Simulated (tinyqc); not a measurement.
Cell-based percolation model of oxide breakdown: two steps of the calculation.

The oxide, of thickness n a, is cut into cubic cells. A cell is defective with the chance l = 1 - exp(-a^3 N), N = N1 (t/1 s)^al. A column of n defective cells breaks the oxide down, and the area holds M = A/a^2 independent columns: 1 - F = (1 - l^n)^M.

Values chosen for this exercise:
```
symbol   value   unit                    meaning
a          1.1     nm             edge of a cell
n            7            cells across the oxide
A         0.73   um^2                       area
al        0.28         exponent of defect growth
N1      3.5e17  cm^-3   defect density after 1 s
```

Task 1. Critical defect density. At F = 1 - 1/e: l_c = (1 - exp(-1/M))^(1/n), N_bd = -ln(1 - l_c)/a^3, t63 = (N_bd/N1)^(1/al). W = ln(-ln(1 - F)); for small l, W = ln M + n ln(a^3 N), so the Weibull slope is n al.

Find: thickness; M; l_c; N_bd; N_bd times thickness; t63; n al.

Result 1.

thickness = 7.7000 nm
M = 6.0331e5
l_c = 0.14935
N_bd = 1.2153e20 cm^-3
N_bd times thickness = 9.3578e13 cm^-2
t63 = 1.1847e9 s
n al = 1.9600

Task 2. The distribution. N, l, F and W = ln(-ln(1 - F)) at each time; the slope is taken between the end points.

t, point 0 to 6 (s): 1.1e7  3.5e7  1.1e8  3.7e8  8.3e8  1.2e9  1.9e9

Give: N; l; F; W; slope.

Result 2.

```
point  N (cm^-3)         l          F        W
0      3.2784e19  0.042697  1.5605e-4  -8.7652
1      4.5332e19  0.058553  0.0014226  -6.5546
2      6.2468e19  0.079782   0.012336  -4.3890
3      8.7733e19   0.11021    0.11234  -2.1272
4      1.1000e20   0.13620    0.40820  -0.6452
5      1.2197e20   0.14985    0.64062   0.0231
6      1.3871e20   0.16859    0.90319   0.8480
```

slope = 1.8660

The slope is 4.8 % below n al, since l grows a little more slowly than N.

Computed by the program tinyqc: `OMP_NUM_THREADS=1 python tinyqc.py 2070110 2070111 out.jsonl`, one thread of a shared Intel Xeon 2.30GHz, about 0.01 s for the whole run.
